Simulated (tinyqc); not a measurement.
# Punch-through p+-n junction, ionisation integral and breakdown: what changes with what

A p+ layer at x < 0 and an n drift layer from x = 0 to L on an n+ substrate. Depletion approximation, built-in voltage neglected. Local ionisation coefficients alpha_n = an exp(-(bn/E)^mx), alpha_p = ap exp(-(bp/E)^mx). Electrons move towards +x, holes towards x = 0.

Parameters, values chosen for the exercise; material values close to those of silicon:
- eps_r = 11.6 (relative permittivity)
- an = 6.64e5 1/cm (prefactor of the electron ionisation coefficient)
- bn = 1.26e6 V/cm (field constant for electrons)
- ap = 1.6e6 1/cm (prefactor of the hole ionisation coefficient)
- bp = 2.04e6 V/cm (field constant for holes)
- mx = 1 (exponent)
- mu = 1340 cm^2/(V s) (electron mobility of the drift layer)
- N = 3.9e15 cm^-3 (donor density of the drift layer)
- L = 2.7 um (thickness of the drift layer)

Constants: q = 1.602176634e-19 C, eps0 = 8.8541878128e-14 F/cm where lengths are in cm. Results are converted to the units shown.

Each table varies one quantity; the others keep the values above.

## Multiplication against voltage

W = sqrt(2 eps0 eps_r V/(q N)), peak field E0 = q N W/(eps0 eps_r), falling linearly to 0 at W; if W > L the layer is punched through: W = L, E0 = V/L + q N L/(2 eps0 eps_r), falling linearly to E1 = V/L - q N L/(2 eps0 eps_r). G(x) = integral from 0 to x of (alpha_n - alpha_p); I_n = integral of alpha_n exp(-G) (electrons injected at x = 0), I_p = integral of alpha_p exp(G(end) - G) (holes injected at the far edge); M = 1/(1 - I). Integrals on a fine grid; BV is where I_n = 1. Here BV = 72.2927 V; the Miller exponent is n = ln(1 - 1/M)/ln(V/BV).

Results:

| V (V) | E0 (kV/cm) | I_n | I_p | M_n | M_p | Miller n, electrons | Miller n, holes |
|---|---|---|---|---|---|---|---|
| 28.9 | 189 | 0.0308 | 8.31e-4 | 1.03 | 1.00 | 3.80 | 7.74 |
| 36.1 | 216 | 0.0864 | 0.00416 | 1.09 | 1.00 | 3.53 | 7.90 |
| 43.4 | 243 | 0.193 | 0.0159 | 1.24 | 1.02 | 3.22 | 8.12 |
| 50.6 | 270 | 0.355 | 0.0495 | 1.55 | 1.05 | 2.90 | 8.42 |
| 57.8 | 296 | 0.562 | 0.140 | 2.28 | 1.16 | 2.58 | 8.80 |
| 62.2 | 313 | 0.698 | 0.256 | 3.32 | 1.34 | 2.39 | 9.06 |
| 66.5 | 328 | 0.831 | 0.459 | 5.93 | 1.85 | 2.21 | 9.34 |
| 71.2 | 346 | 0.969 | 0.863 | 32.7 | 7.32 | 2.04 | 9.65 |

Estimate the missing row, V = 69.4 V.

Computed row:

| V (V) | E0 (kV/cm) | I_n | I_p | M_n | M_p | Miller n, electrons | Miller n, holes |
|---|---|---|---|---|---|---|---|
| 69.4 | 339 | 0.918 | 0.678 | 12.2 | 3.10 | 2.10 | 9.53 |

With this row back in the table: M_n rises from 1.032 to 32.7 and M_p from 1.001 to 7.32; both diverge at BV. The Miller exponent for electrons falls from 3.80 to 2.04 and that for holes rises from 7.74 to 9.65, so one exponent describes neither over the whole range. The larger multiplication belongs to electrons, whose coefficient at the peak field of the last row is 3.96 times the other.

## Effect of the drift doping

Same model as above.

Specific on-resistance Ron = L/(q mu N) with constant mobility and full ionisation.

Effect of the drift doping:

| N (cm^-3) | BV (V) | E0 at BV (kV/cm) | W at BV (um) | Ron (mohm cm^2) | BV^2/Ron (MW/cm^2) | eps0 eps_r mu E0^3/4 (MW/cm^2) |
|---|---|---|---|---|---|---|
| 3.2e14 | 77.1 | 292 | 2.70 | 3.93 | 1.51 | 8.59 |
| 6.2e14 | 76.9 | 298 | 2.70 | 2.03 | 2.91 | 9.09 |
| 1.2e15 | 76.4 | 308 | 2.70 | 1.05 | 5.57 | 10.1 |
| 2.3e15 | 75.1 | 326 | 2.70 | 0.547 | 10.3 | 12.0 |
| 4.4e15 | 71.2 | 356 | 2.70 | 0.286 | 17.7 | 15.6 |
| 8.5e15 | 59.3 | 399 | 2.70 | 0.148 | 23.7 | 21.8 |
| 1.6e16 | 40.2 | 448 | 1.79 | 0.0786 | 20.6 | 30.9 |
| 3.1e16 | 27.0 | 511 | 1.06 | 0.0406 | 18.0 | 46.0 |

Read the table: what changes, and by how much?

BV falls from 77.1 to 27.0 V while the critical field rises from 292 to 511 kV/cm. BV goes as N^(0.00) between the first two rows and N^(-0.60) between the last two (a coefficient proportional to E^7 gives -0.75 without punch-through). BV^2/Ron goes from 1.51 through a maximum of 23.7 (at N = 8.5e15 among the rows listed) to 18.0 MW/cm^2; the layer is punched through at breakdown in 6 of the 8 rows. For N = 3.1e16 the layer is under 0.5 um wide or BV under 28 V, so dead space, tunnelling and the built-in voltage, all left out, matter.

## Effect of the drift thickness

Same model as above.

The value eps0 eps_r mu E0^3/4 holds for a triangular field; a layer that punches through can exceed it.

Results:

| L (um) | BV (V) | E0 at BV (kV/cm) | W at BV (um) | Ron (mohm cm^2) | BV^2/Ron (MW/cm^2) | eps0 eps_r mu E0^3/4 (MW/cm^2) |
|---|---|---|---|---|---|---|
| 0.86 | 30.9 | 386 | 0.860 | 0.103 | 9.32 | 19.8 |
| 1.2 | 39.8 | 368 | 1.20 | 0.143 | 11.1 | 17.2 |
| 1.6 | 49.5 | 358 | 1.60 | 0.191 | 12.8 | 15.8 |
| 2.1 | 60.6 | 352 | 2.10 | 0.251 | 14.6 | 15.1 |
| 2.8 | 74.1 | 350 | 2.80 | 0.334 | 16.4 | 14.7 |
| 5.1 | 99.0 | 349 | 5.10 | 0.609 | 16.1 | 14.6 |
| 6.8 | 100 | 349 | 5.74 | 0.812 | 12.4 | 14.6 |
| 9.2 | 100 | 349 | 5.74 | 1.10 | 9.14 | 14.6 |

Estimate the missing row, L = 3.8 um.

Computed row:

| L (um) | BV (V) | E0 at BV (kV/cm) | W at BV (um) | Ron (mohm cm^2) | BV^2/Ron (MW/cm^2) | eps0 eps_r mu E0^3/4 (MW/cm^2) |
|---|---|---|---|---|---|---|
| 3.8 | 88.8 | 349 | 3.80 | 0.454 | 17.4 | 14.6 |

With this row back in the table: BV rises from 30.9 to 100 V and saturates once L exceeds the free depleted width of 5.74 um, while Ron keeps rising as L. BV^2/Ron goes from 9.32 through a maximum of 17.4 (at L = 3.8 um among the rows listed) to 9.14 MW/cm^2. The best row has L = 0.66 of that width: the last part of the triangle adds little voltage but its full share of resistance.

Numbers from tinyqc (`OMP_NUM_THREADS=1 python tinyqc.py 2120062 2120063 out.jsonl`; about 0.07 s on one thread of a shared Intel Xeon 2.30GHz).
